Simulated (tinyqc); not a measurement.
One-electron ion in a basis of Gaussians, step by step. Computed by tinyqc, a small Python program that keeps every step. Settings: Z = 3, l = 2. Command: `OMP_NUM_THREADS=1 python tinyqc.py 23208 23209 out.jsonl` (the two numbers bound the seeds that draw the settings). One thread of a shared host (Intel(R) Xeon(R) Processor @ 2.60GHz), about 0.01 s of CPU time with the checks.

## Matrices over normalised Gaussians

exponents of r^l exp(-a r^2) (1/bohr^2): 0.032730  0.088520  0.239400  0.647600  1.752000  4.738000

Z = 3

l = 2

With p = a_i + a_j and I(k) = Gamma((k+1)/2) / (2 p^((k+1)/2)): S = I(2l+2), T = (2l+3) a_i a_j S / p, V = -Z I(2l+1), each divided by sqrt(S_ii S_jj).

S:
```
          1         2         3         4         5         6
1  1.000000  0.659473  0.222080  0.051290  0.010010  0.001828
2  0.659473  1.000000  0.659488  0.222021  0.051265  0.010012
3  0.222080  0.659488  1.000000  0.659366  0.221923  0.051269
4  0.051290  0.222021  0.659366  1.000000  0.659311  0.222006
5  0.010010  0.051265  0.221923  0.659311  1.000000  0.659515
6  0.001828  0.010012  0.051269  0.222006  0.659515  1.000000
```

T (hartree):
```
          1         2         3         4         5          6
1  0.114555  0.110306  0.044761  0.011186  0.002251   0.000416
2  0.110306  0.309820  0.298334  0.121030  0.030238   0.006090
3  0.044761  0.298334  0.837900  0.806737  0.327190   0.081784
4  0.011186  0.121030  0.806737  2.266600  2.182181   0.885380
5  0.002251  0.030238  0.327190  2.182181  6.132000   5.904826
6  0.000416  0.006090  0.081784  0.885380  5.904826  16.583000
```

V (hartree):
```
           1          2          3          4          5          6
1  -0.461916  -0.414584  -0.209158  -0.076377  -0.024144  -0.007209
2  -0.414584  -0.759645  -0.681814  -0.343909  -0.125564  -0.039709
3  -0.209158  -0.681814  -1.249258  -1.121149  -0.565401  -0.206505
4  -0.076377  -0.343909  -1.121149  -2.054677  -1.843890  -0.930157
5  -0.024144  -0.125564  -0.565401  -1.843890  -3.379536  -3.033346
6  -0.007209  -0.039709  -0.206505  -0.930157  -3.033346  -5.557604
```

## Generalised eigenproblem

H = T + V (hartree):
```
           1          2          3          4          5          6
1  -0.347361  -0.304278  -0.164396  -0.065192  -0.021892  -0.006793
2  -0.304278  -0.449825  -0.383480  -0.222879  -0.095326  -0.033619
3  -0.164396  -0.383480  -0.411358  -0.314412  -0.238211  -0.124721
4  -0.065192  -0.222879  -0.314412   0.211923   0.338291  -0.044776
5  -0.021892  -0.095326  -0.238211   0.338291   2.752464   2.871480
6  -0.006793  -0.033619  -0.124721  -0.044776   2.871480  11.025396
```

Solve H C = S C e through S^(-1/2); each column has its largest component positive (the first on a tie).

eigenvalues of S: 0.070572  0.188036  0.462465  0.982567  1.754504  2.541856

eigenvalues (hartree): -0.499832  -0.280228  -0.044978  1.027780  4.789589  16.799110

coefficients:
```
          1          2          3          4          5          6
1  0.065588   1.084777  -0.935048   0.324741   0.130742  -0.058176
2  0.601693  -0.258961   1.714986  -0.924428  -0.388874   0.172117
3  0.411159  -0.377799  -1.186853   1.633604   0.837621  -0.374485
4  0.078064  -0.060559  -0.065367  -1.556516  -1.492549   0.751145
5  0.012050  -0.010780  -0.040221   0.116701   1.611983  -1.337792
6  0.001267  -0.000783   0.001783  -0.042890  -0.145972   1.469067
```

For Z = 3 and l = 2 the exact lowest level is -Z^2/(2 n^2) with n = l + 1: -0.500000 hartree.
